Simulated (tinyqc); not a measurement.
Worked calculation: lattice vibrations of a chain. One step of it, computed by the program tinyqc.

Problem. Dynamical matrix at q = 0.18. q is in units of 2 pi/a. A spring k from atom i to atom j, n cells on, adds k to Phi_ii and Phi_jj, -k exp(2 pi i q n) to Phi_ij and the conjugate to Phi_ji (for one atom a cell: 2k (1 - cos 2 pi q n)); D_ij = Phi_ij / sqrt(m_i m_j).

A chain moving along its axis:
```
atom   mass (u)  spring to the next atom (eV/angstrom^2)
1     68.100000                                25.600000
2     10.500000                                17.300000
3     26.400000                                14.500000
```

Give: D(q).

Solution.

D(q) (eV/(angstrom^2 u)), lower triangle (Hermitian):
```
                 1        2       3
1           0.5888
2          -0.9574   4.0857
3  -0.1456-0.3094i  -1.0391  1.2045
```
